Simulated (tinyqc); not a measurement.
Composition and strain of an epitaxial Si(1-x)Ge(x) layer from Raman and X-ray peaks. From a_perp back to Ge fraction x. Computed by tinyqc, a small Python program. Command: `OMP_NUM_THREADS=1 python tinyqc.py 3011429 3011430 out.jsonl epiraman inv`. One thread of a shared host (Intel(R) Xeon(R) Processor @ 2.30GHz), about 0.01 s of CPU time with the checks.

A (001) layer, biaxially strained in the plane. The Raman peaks follow empirical lines omega = w0 + c1 x + c3 x^3 + b eps (c3 for Si-Ge alone), with eps the in-plane strain.

Inputs (values chosen for the exercise, modelled on silicon-germanium):

| quantity | value | unit |
|---|---|---|
| degree of relaxation R | 0 | - |
| lattice constant of Si | 5.431 | angstrom |
| lattice constant of Ge | 5.658 | angstrom |
| bowing B | 0.025 | angstrom |
| 2 C12/C11 of Si | 0.777 | - |
| 2 C12/C11 of Ge | 0.749 | - |

Substrate: silicon.

Method. Relaxed lattice constant a(x) = a_Si + (a_Ge - a_Si) x - B x (1 - x). In-plane constant a_par = a_sub + R (a(x) - a_sub); eps = a_par/a(x) - 1; eps_perp = -(2 C12/C11) eps with 2 C12/C11 linear in x; a_perp = a(x) (1 + eps_perp).

Question. A run gave the result below. Find the Ge fraction x, known to lie between 0.42 and 0.84.

a_perp = 5.642282 angstrom

Answer.

Each step takes the trial c = (a f_b - b f_a)/(f_b - f_a), f being the result less the target and a, b, c the logarithms of the listed values; c replaces end b, the old b replaces a if the sign of f changed, and otherwise f_a is halved.

Scan of the range:

| Ge fraction x | a_perp (angstrom) |
|---|---|
| 0.420 | 5.58855 |
| 0.471 | 5.60859 |
| 0.529 | 5.63163 |
| 0.594 | 5.65775 |
| 0.667 | 5.68746 |
| 0.748 | 5.72090 |
| 0.840 | 5.75946 |

False position (Illinois rule, in the logarithm of the input) inside the bracket:

| step | end a | end b | trial | a_perp (angstrom) |
|---|---|---|---|---|
| 1 | 0.529000 | 0.594000 | 0.554597 | 5.64188 |
| 2 | 0.594000 | 0.554597 | 0.555562 | 5.64227 |
| 3 | 0.594000 | 0.555562 | 0.555633 | 5.64230 |
| 4 | 0.555562 | 0.555633 | 0.555599 | 5.64228 |

a_perp rises at every point of a 13-point scan of the range (every second point is shown), so one value fits; it is bracketed by 0.529 and 0.594. Answer: Ge fraction x = 0.5556.

Caution: strains above 2 % survive only in layers a few nanometres thick, and the linear relations lose accuracy.
